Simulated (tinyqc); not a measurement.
Millisecond and nanosecond annealing: surface heating, thermal budget and solid-phase regrowth: one step, computed by the program tinyqc.

A square pulse heats the surface of a thick wafer with constant thermal properties; losses by radiation are neglected and silicon melts at 1414 C.

Question. Peak temperature. Absorbed flux q = (1 - R) fluence/t_p; kappa = k/c. With f(z, t) = (2 q/k) sqrt(kappa t) ierfc(z/(2 sqrt(kappa t))), ierfc(x) = exp(-x^2)/sqrt(pi) - x erfc(x): T = T0 + f(z, t) during the pulse and T0 + f(z, t) - f(z, t - t_p) after it. At the surface the rise at the end of the pulse is 2 q sqrt(t_p/(pi k c)); the fluence that just melts the surface scales with (1414 - T0).

Inputs (values chosen for the exercise, modelled on hot silicon with phosphorus): incident fluence = 15.8 J/cm^2; pulse length t_p = 0.0003 s; reflectance R = 0.39; thermal conductivity k = 0.27 W/(cm K); heat capacity per volume c = 2.25 J/(cm^3 K); preheat temperature T0 = 500 C.

Source: scanned laser.

Give: absorbed flux q; kappa; thermal length sqrt(kappa t_p); peak temperature; fluence at the melting threshold.

Answer.

absorbed flux q = 32127 W/cm^2

kappa = 0.12 cm^2/s

thermal length sqrt(kappa t_p) = 60 um

peak temperature = 1306 C

fluence at the melting threshold = 17.93 J/cm^2
